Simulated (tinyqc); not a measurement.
# Which input was changed?

Model: leakage currents through a thin dielectric. Computed by tinyqc, a small Python program. Command: `OMP_NUM_THREADS=1 python tinyqc.py 3001798 3001799 out.jsonl leak which`. One thread of a shared host (Intel(R) Xeon(R) Processor @ 2.30GHz), about 0.9 s of CPU time with the checks.

Electrons leave an electrode with Fermi energy E_F above its band bottom; barriers are counted from the Fermi level, and both electrodes are alike.

Inputs (values chosen for the exercise, modelled on Si3N4):
```
quantity                           value  unit
barrier height phi_B                 2.1    eV
tunnelling mass m                   0.43   m_0
static permittivity k               7.44     -
optical permittivity k_o            4.06     -
trap depth phi_t                     1.4    eV
Poole-Frenkel prefactor sigma_0  3.2e-06  S/cm
thickness t                            2    nm
electrode Fermi energy E_F           5.8    eV
electrode mass m_e                   0.5   m_0
voltage V                           0.88     V
temperature T                        200     K
```

Stack: single layer.

Constants: k_B = 8.617333262e-05 eV/K; m_0 = 9.1093837015e-31 kg; e = 1.602176634e-19 C; hbar = 1.054571817e-34 J s; k_B = 1.380649e-23 J/K; eps_0 = 8.8541878128e-12 F/m; h = 6.62607015e-34 J s.

Method:
- Field F = V/t; equivalent oxide thickness 3.9 t/k.
- WKB: a layer of mass m, field F and barrier b(x) = b_0 - e F x gives the exponent (4 sqrt(2 m)/(3 hbar e F)) [b_0^(3/2) - max(b_0 - e F t, 0)^(3/2)] for b_0 > 0; b_0 = barrier - (E - E_F); the transmission is D(E) = exp(-sum of exponents), without image force.
- Tsu-Esaki: J = (e m_e k_B T/(2 pi^2 hbar^3)) int D(E) ln[(1 + exp((E_F - E)/k_B T))/(1 + exp((E_F - eV - E)/k_B T))] dE over the normal energy E (its change with the mass at an interface is neglected) from max(0, E_F - 3 eV) to E_F + largest barrier, by 100 Gauss-Legendre points in each part, split at E_F - 0.3 eV (if inside the range) and E_F + 8 k_B T.
- The mean energy weights E - E_F by the integrand.
- Schottky emission J = A T^2 exp(-(phi_B - sqrt(e^3 F/(4 pi k_o eps_0)))/k_B T), A = 4 pi e m k_B^2/h^3 with the tunnelling mass; Poole-Frenkel J = sigma_0 F exp(-(phi_t - sqrt(e^3 F/(pi k_o eps_0)))/k_B T); both use the field F of the dielectric.

Problem. One of these inputs alone was changed, within the range given: tunnelling mass m (0.215 to 0.86); thickness t (1 to 4); voltage V (0.44 to 1.76); temperature T (100 to 400). Which one, and to what value?

Results:
```
run     Poole-Frenkel current density (A/cm^2)  Schottky current density (A/cm^2)  tunnel current density (A/cm^2)
before                            6.014648e-15                       2.250053e-37                         10.91304
after                             5.567180e-12                       5.988218e-36                         21.84220
```

Solution.

Each candidate set to reproduce Poole-Frenkel current density, and what it then gives:
```
candidate                range searched  value needed  Schottky current density (A/cm^2)  tunnel current density (A/cm^2)
tunnelling mass m (m_0)   0.215 to 0.86     no effect                                  -                                -
thickness t (nm)                 1 to 4         1.530                         5.9882e-36                           1077.4
voltage V (V)              0.44 to 1.76         1.150                         5.9882e-36                             21.8
temperature T (K)            100 to 400         247.8                         6.7719e-29                             11.0
```

Only voltage V fits every result: it went from 0.88 to 1.15 V. The next best candidate, thickness t, misses one result by a factor of 49.
